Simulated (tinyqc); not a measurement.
Solubility, supersaturation, precipitation and gettering of an impurity in a silicon-like host: one step, computed by the program tinyqc.

The wafer was saturated at T1 and is then held at T.

Problem. Solubility, diffusivity, supersaturation. C_eq(T) = N0 exp(S/k_B - H/(k_B T)); D(T) = D0 exp(-Q/(k_B T)); C0 = C_eq(T1). Supersaturation s = C0/C_eq(T); critical radius r* = 2 gamma/(C_p k_B T ln s); barrier W* = (4 pi/3) gamma r*^2. Strain energy is left out.

Inputs (values chosen for the exercise, modelled on cobalt in silicon): site density N0 = 5e+22 1/cm^3; enthalpy of solution H = 2.8 eV; entropy of solution S = 8.3 k_B; diffusion prefactor D0 = 0.0011 cm^2/s; migration energy Q = 0.537 eV; temperature of saturation T1 = 1225 K; anneal temperature T = 700 K; impurity density in the precipitate C_p = 2.9e+22 1/cm^3; interface energy gamma = 0.6 J/m^2.

Constants: k_B = 8.617333262e-05 eV/K; k_B = 1.380649e-23 J/K.

Give: C0; C_eq(T); D(T); supersaturation s; critical radius r*; W*/(k_B T).

Solution.

C0 = 6.083e+14 1/cm^3

C_eq(T) = 1.395e+06 1/cm^3

D(T) = 1.497e-07 cm^2/s

supersaturation s = 4.361e+08

critical radius r* = 0.2152 nm

W*/(k_B T) = 12.05

Caution: the barrier to homogeneous nucleation is below 35 k_B T for these inputs, so new precipitates would form and outnumber the fixed sinks assumed here. Caution: a critical radius of atomic size is outside the capillary model.
